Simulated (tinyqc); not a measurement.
Double-gate transistor below threshold, two-dimensional Poisson equation on a small mesh: one step of the calculation.

Half of a symmetric double-gate structure: row 0 is the mid-plane of the body, where the normal field vanishes. Mobile charge is neglected (subthreshold), the body is fully depleted, and potentials are counted from the intrinsic level; rows run upward to the gate, columns from source to drain.

Problem. Over-relaxation sweep (omega = 1.2). Free nodes: rows 0..2, columns 1..4, taken row by row from row 0, left to right. t = (up psi(above) + dn psi(below) + lat [psi(left) + psi(right)] + s)/(up + dn + 2 lat), with the newest neighbours; psi(new) = psi + 1.2 (t - psi).

psi at the start (fixed values on the edges, free nodes at the gate value) (V):

|  | j=0 | j=1 | j=2 | j=3 | j=4 | j=5 |
|---|---|---|---|---|---|---|
| row 0 | 0.5300000 | 0.0700000 | 0.0700000 | 0.0700000 | 0.0700000 | 1.5300000 |
| row 1 | 0.5300000 | 0.0700000 | 0.0700000 | 0.0700000 | 0.0700000 | 1.5300000 |
| row 2 | 0.5300000 | 0.0700000 | 0.0700000 | 0.0700000 | 0.0700000 | 1.5300000 |
| row 3 | 0.0700000 | 0.0700000 | 0.0700000 | 0.0700000 | 0.0700000 | 0.0700000 |

| row | up | dn | lat | s (V) |
|---|---|---|---|---|
| 0 | 32.76 | 0 | 2.0892857 | -0.068399585 |
| 1 | 32.76 | 32.76 | 4.1785714 | -0.13679917 |
| 2 | 9.8437500 | 32.76 | 4.9464286 | -0.068399585 |

Give: psi after iteration 1.

Solution.

psi after iteration 1 (V):

|  | j=0 | j=1 | j=2 | j=3 | j=4 | j=5 |
|---|---|---|---|---|---|---|
| row 0 | 0.530 | 0.099 | 0.070 | 0.068 | 0.167 | 1.530 |
| row 1 | 0.530 | 0.114 | 0.071 | 0.067 | 0.218 | 1.530 |
| row 2 | 0.530 | 0.154 | 0.078 | 0.067 | 0.344 | 1.530 |
| row 3 | 0.070 | 0.070 | 0.070 | 0.070 | 0.070 | 0.070 |

Computed by the program tinyqc: `OMP_NUM_THREADS=1 python tinyqc.py 2480001 2480002 out.jsonl`, one thread of a shared Intel Xeon 2.30GHz, about 0.09 s for the whole run.
